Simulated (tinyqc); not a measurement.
Inside a calculation: shallow acceptor in the spherical four-band model. Values are carried at full precision from step to step, so a last printed digit may differ when a step is redone from the rounded ones.

Units Ry* = Ry/(g1 eps^2) and a* = a0 eps g1; mu = (6 g3 + 4 g2)/(5 g1) is the spherical heavy-light coupling and delta = (g3 - g2)/g1 the cubic term, which is left out.

Constants: Ry = 13.60569312 eV; a0 (Bohr radius) = 0.5291772105 angstrom.

Parameters, chosen for this exercise (near those of a shallow acceptor in GaP, where the small spin-orbit splitting and strong warping make this model rough; not measured data):

| symbol | value | unit | meaning |
|---|---|---|---|
| g1 | 4.1 |  | Luttinger gamma1 |
| g2 | 0.49 |  | gamma2 |
| g3 | 1.24 |  | gamma3 |
| eps | 11.4 |  | dielectric constant |
| al | (0.172, 1.03, 6.18) | 1/a*^2 | exponents a_i, the same for f and g |
| Dso | 0.083 | eV | spin-orbit splitting |

## Units and couplings

Give Ry*, a*, mu, delta and the spherical masses 1/(g1 (1 -/+ mu)).

Ry* = 25.534 meV
a* = 24.73 angstrom
mu = 0.45854
delta = 0.1829

heavy and light mass (m0): 0.4505  0.1672

A hydrogen model with the heavy mass would bind by Ry*/(1 - mu) = 47.2 meV and with the light mass by 17.5 meV. delta/mu = 0.40: the cubic term is not small, so the spherical result is a first estimate.

## Matrices in a small basis

The ground state 1S3/2 has an L = 0 part f(r) and an L = 2 part g(r). In units of Ry* and a*, with Gaussians f_i = exp(-a_i r^2), g_i = r^2 exp(-a_i r^2), A = a_i + a_j and I(n) = Gamma((n + 1)/2)/(2 A^((n + 1)/2)): S_ff = I(2), S_gg = I(6), H_ff = (6 a_i a_j/A) I(2) - 2 I(1), H_gg = (14 a_i a_j/A) I(6) - 2 I(5), H_fg = -mu [15 I(2) - 20 a_j I(4) + 4 a_j^2 I(6)]; each function is then normalised. The split-off band is left out.

Form S and H.

S, lower triangle:
```
        f1      f2      f3      g1      g2      g3
f1  1.0000
f2  0.5861  1.0000
f3  0.1850  0.5855  1.0000
g1       0       0       0  1.0000
g2       0       0       0  0.2875  1.0000
g3       0       0       0  0.0195  0.2868  1.0000
```

H (Ry*), lower triangle:
```
         f1       f2        f3       g1      g2       g3
f1  -0.8076
f2  -0.9318  -0.1491
f3  -0.8663  -0.4465   10.6060
g1  -0.3055  -0.5258   -0.2139   0.4981
g2  -0.0878  -1.8292   -3.1473   0.2138  5.4825
g3  -0.0060  -0.5245  -10.9751  -0.0135  2.6176  39.0285
```

## Ground state in the small basis

Solve H u = E S u for the lowest level of the acceptor; the first half of the basis is L = 0 and the second L = 2. Give E, E without the f-g block, and the L = 2 weight u_g S_gg u_g with u S u = 1.

E = -1.210 Ry*
E without coupling = -0.989 Ry*
L = 2 weight = 0.083

Without the coupling the exact value is -1, which this basis, tuned to the compact coupled state, misses by 0.011. The coupling to L = 2 takes the level to 1.21 times that exact value.

## Converged result

Converged values use 22 exponents 2.2^i, i = -7 to 14, for f and for g.
Ground and next level of the same symmetry, L = 2 weight and mean radius.

1S3/2 and 2S3/2 (Ry*): -1.239  -0.337

binding energies (meV): 31.6  8.6

L = 2 weight = 0.092
<r> = 30.9 angstrom

The small basis reaches 98 % of the binding. The ratio 1S/2S is 3.68 (4 for hydrogen). The binding is 0.38 of Dso, so the split-off band, left out here, would deepen it noticeably.

## Checks

- Level at mu = 0 against -1 Ry*: both -1.0000.
- Ground level from a second, denser basis, Ry*: both -1.239.

Run: tinyqc, `OMP_NUM_THREADS=1 python tinyqc.py 1282555 1282556 out.jsonl`; Intel(R) Xeon(R) Processor @ 2.30GHz, one thread, shared host; about 0.03 s of CPU time with all checks.
